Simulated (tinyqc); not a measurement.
Coverage and depolarisation: effective work function and flat-band voltage of a metal/high-k/SiO2/Si stack with a dipole layer.

Constants: e^2/(4 pi eps0) = 14.39964547 eV angstrom.

Inputs chosen for the exercise (a stack on Si capped with a lanthanum-like oxide; not measured data):
```
symbol  value  unit        meaning
qd      0.39   e           charge of a dipole
dd      2      angstrom    its length
ed      8.3                dielectric constant in the dipole layer
al      1.7    angstrom^3  polarisability volume of a dipole
```

Size of the step: linear D0 = 4 pi e2 N qd dd/ed, and D0/(1 + 9 al N^(3/2)), N in angstrom^-2, a Topping factor applied on top of ed as a model choice.

Results:
```
N (cm^-2)  D0 (eV)  9 al N^(3/2)  D (eV)
2.0e+13     0.0340        0.0014  0.0340
5.0e+13     0.0850        0.0054  0.0846
1.0e+14     0.1701        0.0153  0.1675
2.0e+14     0.3401        0.0433  0.3260
4.0e+14     0.6802        0.1224  0.6060
7.0e+14     1.1904        0.2834  0.9275
1.0e+15     1.7005        0.4838  1.1460
```

What does the comparison show?

Depolarisation takes off 1.5 % at 1e14 and 22 % at 7e14 cm^-2. D would peak at N = (2/(9 al))^(2/3) = 2.6e+15 cm^-2, beyond the table.

Computed by tinyqc, a small Python program: `OMP_NUM_THREADS=1 python tinyqc.py 1850844 1850845 out.jsonl` (the numbers bound the seed that draws the inputs); one thread of a shared host (Intel(R) Xeon(R) Processor @ 2.30GHz), about 0.01 s for the whole set of steps.
